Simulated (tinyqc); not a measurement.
# Biaxially strained (001) channel, valley splitting in an inversion layer: effect of the inversion density

A thin layer grown on a relaxed buffer is stretched in the plane. The two valleys with their long axis along the growth direction (D2) sink against the four in-plane ones (D4); confinement in a triangular well splits them too. Only the lowest subband of each set is kept; one relaxation time, so the weakening of intervalley scattering is left out.

e_par = b1 x, e_perp = -2 (c12/c11) e_par, splitting D = Xu (e_par - e_perp), in-plane stress (c11 + c12 - 2 c12^2/c11) e_par. Levels E(m) = 2.33811 (hbar^2 q^2 F^2/(2 m))^(1/3): E2 = E(ml), E4 = E(mt) + D; N2 = 2 mt kB T/(pi hbar^2), N4 = 4 sqrt(mt ml) kB T/(pi hbar^2). EF solves Ns = N2 ln(1 + exp((EF - E2)/Vt)) + N4 ln(1 + exp((EF - E4)/Vt)); f2 is the share in D2, and 1/mc = f2/mt + (1 - f2)(1/mt + 1/ml)/2. The gain is mc(x = 0)/mc.

Inputs (values chosen for the exercise); values close to those of silicon on relaxed silicon-germanium:
- T = 300 K (temperature)
- x = 0.21 (germanium share of the relaxed buffer)
- b1 = 0.0418 (lattice mismatch per unit x)
- c11 = 163 GPa (elastic constant)
- c12 = 62.9 GPa (elastic constant)
- Xu = 8.98 eV (shear deformation potential)
- ml = 0.89 m0 (longitudinal mass)
- mt = 0.19 m0 (transverse mass)
- F = 1.2 MV/cm (confining field)

Constants: q = 1.602176634e-19 C, kB = 1.380649e-23 J/K, hbar = 1.054571817e-34 J s, m0 = 9.1093837015e-31 kg, Vt = kB T/q, hbar^2/(2 m0) = 0.0380998212 eV nm^2. Results are converted to the units shown.

The same in every row: D (meV) = 139.66.

Effect of the inversion density:
```
Ns (cm^-2)  f2 without strain       f2  mc (m0)    gain
2e11                  0.97570  0.99989  0.19001  1.0096
3.9e11                0.97516  0.99989  0.19001  1.0098
7.5e11                0.97409  0.99988  0.19001  1.0102
1.4e12                0.97200  0.99987  0.19001  1.0111
2.8e12                0.96679  0.99984  0.19001  1.0132
5.4e12                0.95396  0.99977  0.19002  1.0184
1e13                  0.91834  0.99953  0.19004  1.0330
2e13                  0.79304  0.99713  0.19021  1.0874
```

As Ns goes from 2e11 to 2e13 cm^-2, f2 stays near 0.999 (without strain: it falls from 0.976 to 0.793) and the gain rises from 1.01 to 1.09. At Ns = 2e13 cm^-2 the second D2 subband, left out here, lies within 2 Vt of EF or below it.

Computed by the program tinyqc: `OMP_NUM_THREADS=1 python tinyqc.py 2530115 2530116 out.jsonl`, one thread of a shared Intel Xeon 2.30GHz, about 0.01 s for the whole run.
